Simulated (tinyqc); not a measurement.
Switching kinetics of a ferroelectric film and the memory window of a ferroelectric gate stack: one step, computed by the program tinyqc. Command: `OMP_NUM_THREADS=1 python tinyqc.py 3008307 3008308 out.jsonl feswitch walk`. One thread of a shared host (Intel(R) Xeon(R) Processor @ 2.30GHz), about 0.01 s of CPU time with the checks.

Fields in MV/cm; 1 microcoulomb/cm^2 over eps_0 is 11.29409 MV/cm. In the stack (metal, ferroelectric, interlayer, channel) the channel is taken as a conductor.

Question. Fields in the stack. Series stack: V = E_F t_F + E_I t_I and eps_I E_I = eps_F E_F + (1 - s) P/eps_0. Before switching P = -P_r, after it P = +P_s; in retention V = 0 and P = +P_r.

Inputs (values chosen for the exercise, for a model film):
```
quantity                                 value               unit
saturation polarisation P_s                 36  microcoulomb/cm^2
ratio P_r/P_s                             0.77                  -
coercive field E_c                         0.6              MV/cm
permittivity of the ferroelectric eps_F     39                  -
thickness t_F                               10                 nm
permittivity of the interlayer eps_I       7.5                  -
interlayer thickness t_I                   1.5                 nm
share s of P screened by trapped charge   0.94                  -
pulse height V                             5.2                  V
breakdown field of the interlayer           15              MV/cm
```

Give: E_F before switching; E_F after switching; E_I after switching; depolarising field in retention; depolarising field over E_c.

Answer.

E_F before switching = 3.132 MV/cm

E_F after switching = 2.647 MV/cm

E_I after switching = 17.02 MV/cm

depolarising field in retention = 0.2111 MV/cm

depolarising field over E_c = 0.3518

Caution: the interlayer field exceeds its breakdown field, so charge injection would change the fields.
